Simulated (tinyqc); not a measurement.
Sweep of a biaxial (111) strain: strain-driven crossing of the Gamma and L valleys in a germanium-like crystal.

Biaxial loads: e0 is the in-plane strain e_par and the normal is free. (001): e_perp = -2 (C12/C11) e_par; exx = eyy = e_par, ezz = e_perp, no shear. (111): e_perp = -(2 C11 + 4 C12 - 4 C44)/(C11 + 2 C12 + 4 C44) e_par; exx = eyy = ezz = (2 e_par + e_perp)/3 and exy = eyz = ezx = (e_perp - e_par)/3. (110): e_perp = -(C11 + 3 C12 - 2 C44)/(C11 + C12 + 2 C44) e_par; exx = eyy = (e_par + e_perp)/2, ezz = e_par, exy = (e_perp - e_par)/2, eyz = ezx = 0. Uniaxial loads: a stress along n, scaled so that n.e.n = e0, with exx = s11 sxx + s12 (syy + szz), exy = s44 sxy/2, s11 = (C11 + C12)/((C11 - C12)(C11 + 2 C12)), s12 = -C12/((C11 - C12)(C11 + 2 C12)), s44 = 1/C44.

Edges from the unstrained valence top: Gamma at Eg + ac tr(e); an L valley with unit axis u at EgL + aL tr(e) + XuL (u.e.u - tr(e)/3), u along [111], [1-1-1], [-11-1], [-1-11]; valence edges are the levels of the 6 x 6 matrix of X, Y, Z times spin with -Dso/3 + l exx + m (eyy + ezz) on the diagonal (cyclic), n exy off it, l = av + 2 b, m = av - b, n = sqrt(3) d. Spin-orbit term (Dso/3) L.sigma on X, Y, Z with (L_k)_ij = -i epsilon_kij: <X+|H|Y+> = -i Dso/3, <X+|H|Z-> = Dso/3, <Y+|H|Z-> = -i Dso/3, <Z+|H|X-> = -Dso/3, <Z+|H|Y-> = i Dso/3, <X-|H|Y-> = i Dso/3, and their conjugates; + and - are the spin along z.

Constants: kB = 8.617333262e-05 eV/K.

Values chosen for the exercise (near those of Ge, gaps at low temperature; the results hold for these values, not for the real material): Eg = 0.891 eV (gap at Gamma to the s-like level); EgL = 0.748 eV (gap to L); Dso = 0.286 eV (spin-orbit splitting); ac = -8.17 eV (conduction deformation potential); av = 1.23 eV (valence hydrostatic potential); b = -2.57 eV (tetragonal shear potential); d = -5.25 eV (trigonal shear potential); aL = -1.51 eV (hydrostatic potential of the L edge, Xd + Xu/3); XuL = 16.39 eV (uniaxial potential, L); C11 = 127.1 GPa; C12 = 47.7 GPa; C44 = 65.7 GPa; load = biaxial (111) (kind of strain); mG = 0.0421 m0 (mass at Gamma); mL = 0.558 m0 (density-of-states mass of the four L valleys together); T = 200 K (temperature).

The valence splitting is the distance of the top two edges. Share in Gamma = mG^(3/2)/(mG^(3/2) + (mL^(3/2)/4) sum_i exp(-(E_Li - E_Gamma)/kT)).

Results:

| e0 (%) | direct gap (eV) | indirect gap (eV) | Gamma - L (meV) | valence splitting (meV) | share in Gamma (%) |
|---|---|---|---|---|---|
| 0.00 | 0.891 | 0.748 | 143 | 0 | 0.000516 |
| 0.34 | 0.824 | 0.666 | 157 | 30 | 0.000851 |
| 0.69 | 0.752 | 0.580 | 172 | 63 | 0.000383 |
| 1.03 | 0.680 | 0.494 | 186 | 97 | 0.000167 |
| 1.37 | 0.607 | 0.406 | 201 | 132 | 7.28e-05 |
| 2.06 | 0.454 | 0.225 | 230 | 208 | 1.35e-05 |
| 2.40 | 0.378 | 0.134 | 244 | 246 | 5.88e-06 |

Give the missing row, e0 (%) = 1.71.

Computed row:
```
e0 (%)  direct gap (eV)  indirect gap (eV)  Gamma - L (meV)  valence splitting (meV)  share in Gamma (%)
1.71              0.532              0.317              215                      169            3.17e-05
```

The gap stays indirect over the sweep. The direct gap goes from 0.891 to 0.378 eV; of that change -0.146 eV comes from the rise of the valence top through the shear terms and the rest from the volume. The share in Gamma goes from 0.000516 to 5.88e-06 %, with a peak of 0.000851 % at e0 = 0.34 % among these rows.

(tinyqc, `OMP_NUM_THREADS=1 python tinyqc.py 1051213 1051214 out.jsonl`, Intel(R) Xeon(R) Processor @ 2.30GHz, 1 thread, shared host, about 0.01 s.)
